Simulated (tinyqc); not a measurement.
Inside a calculation. Model: Joule-heated wire on a substrate, fin equation.

Numbers from tinyqc (`OMP_NUM_THREADS=1 python tinyqc.py 2520122 2520123 out.jsonl`; about 0.01 s on one thread of a shared Intel Xeon 2.30GHz). Printed values are rounded.

A wire of length L loses heat along itself to two contacts and sideways to the substrate: kap A theta'' - g theta + p = 0 with theta = T - T0 and p = p0. The ends are held at T0. Constant conductivity, diffusive heat flow.

Inputs (values chosen for the exercise): temperature of substrate and contacts T0 = 350 K; conductivity along the wire kap = 65 W/(m K); cross-section A = 910 nm^2; conductance per length to the substrate g = 1.1 W/(m K); length between the contacts L = 1700 nm; thermal resistance of each contact Rc = 0 K/uW; heating per length p0 = 0.21 uW/nm.

## Healing length

LH = sqrt(kap A/g); far from the contacts uniform heating p0 would give theta = p0/g.

LH = 231.889 nm
L/LH = 7.33108
p0/g = 190.909 K

## The tridiagonal system

Nodes x_i = i h, h = L/10; box widths w_i = h (h/2 at the ends); c = kap A/h; equation of node i: -c theta_(i-1) + d_i theta_i - c theta_(i+1) = b_i with d_i = 2 c + g w_i, b_i = p(x_i) w_i; theta = 0 at the end nodes.

c = 0.347941 uW/K

| node | d (uW/K) | b (uW) |
|---|---|---|
| 1 | 0.882882 | 35.7 |
| 2 | 0.882882 | 35.7 |
| 3 | 0.882882 | 35.7 |
| 4 | 0.882882 | 35.7 |
| 5 | 0.882882 | 35.7 |
| 6 | 0.882882 | 35.7 |
| 7 | 0.882882 | 35.7 |
| 8 | 0.882882 | 35.7 |
| 9 | 0.882882 | 35.7 |

## Temperature rise

Solve -c theta_(i-1) + d_i theta_i - c theta_(i+1) = b_i for nodes 1 to 9, with theta = 0 at nodes 0 and 10.

| node | theta (K) |
|---|---|
| 0 | 0.000 |
| 1 | 97.534 |
| 2 | 144.883 |
| 3 | 167.495 |
| 4 | 177.524 |
| 5 | 180.359 |
| 6 | 177.524 |
| 7 | 167.495 |
| 8 | 144.883 |
| 9 | 97.534 |
| 10 | 0.000 |

The hottest node is 5, at 180.4 K above T0; a mesh of 800 steps gives a peak of 181.1 K, so the coarse value is 0.43 % below it. On the fine mesh 72.8 % of the heat leaves through the substrate and the rest through the contacts.

## Closed form at the middle

theta(L/2) = (p0/g)[1 - 1/(cosh(L/(2 LH)) + Rc g LH sinh(L/(2 LH)))], LH = sqrt(kap A/g).

theta(L/2) = 181.145 K
